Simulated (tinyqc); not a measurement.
## Bulk resistivity and mean free path from two films

Problem. In the thick-film limit single-crystal films obey rho = rho0 (1 + 3 (1 - ps) lam/(8 d)). Find rho0, lam and the product rho0 lam.

Inputs (values chosen for the exercise):
- ps = 0.5 (specular share of surface scattering)

rho at d = 63 and 310 nm (uohm cm): [1.8688095, 1.7104032]

Solution. rho is a straight line in 1/d: the intercept is rho0 and the slope (3/8)(1 - ps) rho0 lam. Without ps only the product (1 - ps) lam could be found.

rho0 = 1.670 uohm cm
lam = 40.00 nm
rho0 lam = 66.80 uohm cm nm

Computed by the program tinyqc: `OMP_NUM_THREADS=1 python tinyqc.py 2100018 2100019 out.jsonl`, one thread of a shared Intel Xeon 2.30GHz, about 0.01 s for the whole run.
